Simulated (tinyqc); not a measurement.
Barrier thickness: exchange-split free-electron bands and tunnelling magnetoresistance.

Majority and minority bands E = c k^2/m -/+ Dx/2, c = hbar^2/2m0, so k_up = sqrt(m (EF + Dx/2)/c), k_dn = sqrt(m (EF - Dx/2)/c); n_s = k_s^3/(6 pi^2), D_s = m k_s/(4 pi^2 c).

Barrier: kappa = sqrt(mb phi/c), c = hbar^2/2m0. With a = k1/m, b = k2/m, w = kappa/mb, the transmission at normal incidence is T(k1, k2) = 4 a b w^2/[w^2 (a + b)^2 + (w^2 + a^2)(w^2 + b^2) sinh^2(kappa d)]. Parallel: G_P = T(up, up) + T(dn, dn); antiparallel: G_AP = 2 T(up, dn); TMR = (G_P - G_AP)/G_AP. Julliere: TMR = 2 P^2/(1 - P^2). Slonczewski factor: P_eff = P_k (w^2 - a_up a_dn)/(w^2 + a_up a_dn), P_k = (k_up - k_dn)/(k_up + k_dn).

Constants: hbar^2/2m0 = 3.80998211 eV angstrom^2.

Inputs chosen for the exercise: EF = 4.23 eV (Fermi energy above the mean band bottom); Dx = 2.15 eV (exchange splitting); m = 0.86 m0 (mass in the electrodes); phi = 2.07 eV (barrier height above EF); mb = 0.35 m0 (mass in the barrier).

Results:
```
d (angstrom)  kappa d       G_P      G_AP  TMR (%)
1               0.436      1.66      1.63     1.40
2               0.872     0.999     0.990     0.85
3               1.308     0.497     0.495     0.44
4               1.744     0.224     0.224     0.22
6               2.616    0.0411    0.0411     0.07
8               3.489   0.00724   0.00724     0.04
10              4.361   0.00127   0.00127     0.04
13              5.669  9.27e-05  9.26e-05     0.04
16              6.977  6.77e-06  6.77e-06     0.04
20              8.721  2.07e-07  2.07e-07     0.04
```

For thick barriers each angstrom costs a factor exp(2 kappa) = 2.39 in both conductances, and TMR settles at 0.04 % (the interface factor, which vanishes at (kappa/mb)^2 = k_up k_dn/m^2, reduces it below the value from the polarisation of k alone); it is within 0.1 point of that from d = 6 angstrom on. At 1 angstrom it is 1.40 %, where the barrier is thin and the mismatch of k_up and k_dn starts to rule, as it does fully for d -> 0.

tinyqc: `OMP_NUM_THREADS=1 python tinyqc.py 1650490 1650491 out.jsonl`; about 0.01 s, one thread, shared Intel(R) Xeon(R) Processor @ 2.30GHz.
